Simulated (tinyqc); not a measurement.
Inside a calculation. Method: plane-wave Kohn-Sham cycle with exchange-only LDA in a layered model solid. One step of it, computed by the program tinyqc.

Problem. Iteration 1: potential. V_H(G) = 4 pi rho(G)/G^2 for G != 0 (uniform background); v_x = -(3 rho/pi)^(1/3); V = V_ext + V_H + v_x; Fourier components f(G_m) = (1/N) sum_j f(x_j) exp(-i G_m x_j).

A solid whose potential varies along x alone (atomic units):

| parameter | value |
|---|---|
| period a | 8.700000 |
| cross-section of the cell | 10.000000 |
| electrons per cell | 2 |
| grid points | 16 |
| plane waves -n..n, n | 2 |
| k points | 4 |
| V1 in V1 cos(2 pi x/a) | -0.690000 |
| V2 in V2 cos(4 pi x/a) | -0.030000 |

density at the start, on the grid x_j = j a/N (e/bohr^3): 0.02298851  0.02298851  0.02298851  0.02298851  0.02298851  0.02298851  0.02298851  0.02298851  0.02298851  0.02298851  0.02298851  0.02298851  0.02298851  0.02298851  0.02298851  0.02298851

Give: Potentials on the grid; V(G_m), m = 0, 1, 2, ....

Solution.

Potentials on the grid (hartree):

| x | V_ext | V_H | v_x | V |
|---|---|---|---|---|
| 0.000 | -0.720 | 0.000 | -0.280 | -1.000 |
| 0.544 | -0.659 | 0.000 | -0.280 | -0.939 |
| 1.087 | -0.488 | 0.000 | -0.280 | -0.768 |
| 1.631 | -0.243 | 0.000 | -0.280 | -0.523 |
| 2.175 | 0.030 | 0.000 | -0.280 | -0.250 |
| 2.719 | 0.285 | 0.000 | -0.280 | 0.005 |
| 3.263 | 0.488 | 0.000 | -0.280 | 0.208 |
| 3.806 | 0.616 | 0.000 | -0.280 | 0.336 |
| 4.350 | 0.660 | 0.000 | -0.280 | 0.380 |
| 4.894 | 0.616 | 0.000 | -0.280 | 0.336 |
| 5.438 | 0.488 | 0.000 | -0.280 | 0.208 |
| 5.981 | 0.285 | 0.000 | -0.280 | 0.005 |
| 6.525 | 0.030 | 0.000 | -0.280 | -0.250 |
| 7.069 | -0.243 | 0.000 | -0.280 | -0.523 |
| 7.612 | -0.488 | 0.000 | -0.280 | -0.768 |
| 8.156 | -0.659 | 0.000 | -0.280 | -0.939 |

V(G_m), m = 0, 1, 2, ... (hartree): -0.280  -0.345  -0.015  0.000  0.000
